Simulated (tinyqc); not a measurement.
MOSFET with velocity saturation and source resistance: one step of the calculation.

Strong inversion, charge Q = Cox (Vg - m V) at channel potential V with Vg the gate overdrive, and drift velocity v = mu E/(1 + mu E/vsat). Integrating along the channel gives I = mu Cox (1/L)(Vg Vd - m Vd^2/2)/(1 + Vd/Vc) per width, Vc = vsat L/mu, which peaks at Vdsat. Units: I in uA/um, Rs in ohm um, so the drop over Rs is 1e-6 I Rs volts.

Problem. Saturation current with source resistance. Vg = Vgs - I Rs - VT (0 if negative), mu = mu0/(1 + th Vg), Vc = vsat L/mu, x = sqrt(1 + 2 Vg/(m Vc)), Vdsat = 2 Vg/(m (1 + x)), Isat = Cox vsat Vg (x - 1)/(x + 1) per width. I(new) = Isat.

Values chosen for this exercise: gate capacitance Cox = 1.38 uF/cm^2; mobility at low gate voltage mu0 = 310 cm^2/(V s); mobility degradation th = 0.4 1/V; saturation velocity vsat = 8.6e6 cm/s; body factor m = 1.36; threshold VT = 0.61 V; channel length L = 0.25 um; source resistance Rs = 200 ohm um; gate voltage Vgs = 1.2 V.

I after iteration 1 = 121.16672 uA/um

Give: Vg; mu; Vc; Vdsat; Isat; I after iteration 2.

Solution.

Vg = 0.5658 V
mu = 252.8 cm^2/(V s)
Vc = 0.8505 V
Vdsat = 0.3457 V
Isat = 113.4 uA/um
I after iteration 2 = 113.4 uA/um

tinyqc, about 0.01 s, one thread, Intel Xeon 2.30GHz (shared host): `OMP_NUM_THREADS=1 python tinyqc.py 2500006 2500007 out.jsonl`
